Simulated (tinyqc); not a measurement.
# p-n diode, drift-diffusion by the Gummel loop with Scharfetter-Gummel fluxes: effects of single changes

Abrupt junction at x = 0, p side from -Lp, n side to Ln, ohmic contacts. psi is counted from the intrinsic level; n = ni exp((psi - phin)/Vt), p = ni exp((phip - psi)/Vt). Contacts: p side psi = V - Vt ln(Na/ni), p = Na, n = ni^2/Na; n side psi = Vt ln(Nd/ni), n = Nd, p = ni^2/Nd. Constant mobilities, D = mu Vt, Boltzmann statistics, SRH recombination through a mid-gap level, U = (n p - ni^2)/(tp (n + ni) + tn (p + ni)). Current is positive from the p contact to the n contact.

Inputs (values chosen for the exercise); band and dielectric values close to those of silicon: temperature T = 300 K; band gap Eg = 1.12 eV; relative permittivity eps_r = 11.5; conduction-band density of states at T Nc = 2.75e19 cm^-3; valence-band density of states at T Nv = 2.63e19 cm^-3; acceptor density of the p side Na = 5e15 cm^-3; donor density of the n side Nd = 2e17 cm^-3; electron mobility mun = 870 cm^2/(V s); hole mobility mup = 360 cm^2/(V s); SRH lifetime of electrons tn = 2e-9 s; SRH lifetime of holes tp = 7e-9 s; length of the p side Lp = 4.1 um; length of the n side Ln = 0.86 um; uniform generation rate G = 0 cm^-3 s^-1.

Constants: q = 1.602176634e-19 C, kB = 1.380649e-23 J/K, Vt = kB T/q, eps0 = 8.8541878128e-14 F/cm where lengths are in cm. Results are converted to the units shown.

Each table varies one quantity; the others keep the values above.

## Current against voltage in the dark

ni = sqrt(Nc Nv) exp(-Eg/(2 Vt)), Eg in volts. Poisson and both continuity equations are solved self-consistently with Scharfetter-Gummel fluxes on a graded mesh of 500 nodes. J_scr is q times the integral of U between -xp and xn. Ideal diffusion current J_id = q ni^2 [Dn coth(wp/Le)/(Le Na) + Dp coth(wn/Lh)/(Lh Nd)] (exp(V/Vt) - 1), Le = sqrt(Dn tn), Lh = sqrt(Dp tp), wp = Lp - xp, wn = Ln - xn, with xp and xn from the depletion approximation (W = sqrt(2 eps0 eps_r (Vbi - V)(1/Na + 1/Nd)/q), xp = W Nd/(Na + Nd), xn = W Na/(Na + Nd), Vbi = Vt ln(Na Nd/ni^2)). Ideality factor = 0.004 V/(Vt ln[J(V + 0.004 V)/J(V)]). Here G = 0.

In this table G = 0 cm^-3 s^-1.

Result of one run:
columns A: V (V); B: J (A/cm^2); C: ideality factor; D: J_scr/J (%); E: J_id (A/cm^2); F: share recombining at the contacts (%); G: larger minority/doping at -xp and xn
```
A           B     C     D        E      F        G
0.22  7.82e-5  1.80  97.4  2.03e-6  0.897  3.32e-8
```

What becomes of these results when the bias of the p contact V is changed from 0.22 to 0.28 V, all else the same?

Result of the changed run:
columns A: V (V); B: J (A/cm^2); C: ideality factor; D: J_scr/J (%); E: J_id (A/cm^2); F: share recombining at the contacts (%); G: larger minority/doping at -xp and xn
```
A           B     C     D        E     F        G
0.28  2.91e-4  1.72  92.9  2.07e-5  2.43  3.34e-7
```

The whole series:
columns A: V (V); B: J (A/cm^2); C: ideality factor; D: J_scr/J (%); E: J_id (A/cm^2); F: share recombining at the contacts (%); G: larger minority/doping at -xp and xn
```
A           B     C     D        E      F        G
0.15  1.75e-5  1.80  99.2  1.35e-7  0.270  2.24e-9
0.22  7.82e-5  1.80  97.4  2.03e-6  0.897  3.32e-8
0.28  2.91e-4  1.72  92.9  2.07e-5   2.43  3.34e-7
0.34  0.00119  1.56  82.3  2.10e-4   6.00  3.35e-6
0.4   0.00578  1.36  63.2  0.00214   12.4  3.34e-5
0.47   0.0497  1.17  36.2   0.0320   21.3  4.84e-4
0.53    0.389  1.10  18.7    0.326   27.0  0.00464
0.59     3.14  1.17  8.37     3.31   32.1   0.0395
0.65     19.0  1.48  3.41     33.7   43.3    0.230
```

J rises from 1.75e-5 to 19.0 A/cm^2; the ideality factor moves up and down between 1.10 and 1.80. Recombination in the depleted layer carries over half of the current up to V = 0.4 V, where the factor is 1.36; it grows roughly as exp(V/2 Vt), so diffusion overtakes it. Where the factor is lowest (V = 0.53 V), J is 20 % above the ideal diffusion current. From V = 0.65 V on the minority density at an edge of the layer exceeds a tenth of the doping, and in the last row J is 44 % below the ideal value.

## Effect of the hole mobility at fixed bias

Same model as above.

In this table V = 0.37 V.

Effect of the hole mobility at fixed bias:
columns A: mup (cm^2/(V s)); B: J (A/cm^2); C: ideality factor; D: J_scr/J (%); E: J_id (A/cm^2); F: share recombining at the contacts (%); G: larger minority/doping at -xp and xn
```
A          B     C     D        E     F        G
36   0.00253  1.47  74.2  6.56e-4  8.36  1.06e-5
59   0.00253  1.47  74.2  6.57e-4  8.40  1.06e-5
98   0.00254  1.47  74.1  6.59e-4  8.46  1.06e-5
160  0.00254  1.46  74.0  6.62e-4  8.56  1.06e-5
270  0.00254  1.46  73.9  6.67e-4  8.73  1.06e-5
440  0.00255  1.46  73.7  6.74e-4  9.00  1.06e-5
720  0.00256  1.46  73.3  6.86e-4  9.44  1.06e-5
```

What does the table show?

As mup rises from 36 to 720, J rises from 0.00253 to 0.00256 A/cm^2, the share of the depleted layer falls from 74.2 to 73.3 % and the share lost at the contacts rises from 8.36 to 9.44 %. The exponent d ln J/d ln mup is 0.00 between the first two rows and 0.01 between the last two. J less J_scr is 0.36 % below J_id in the last row.

Program tinyqc, `OMP_NUM_THREADS=1 python tinyqc.py 2240076 2240077 out.jsonl`; Intel Xeon 2.30GHz, shared host, one thread, about 0.1 s.
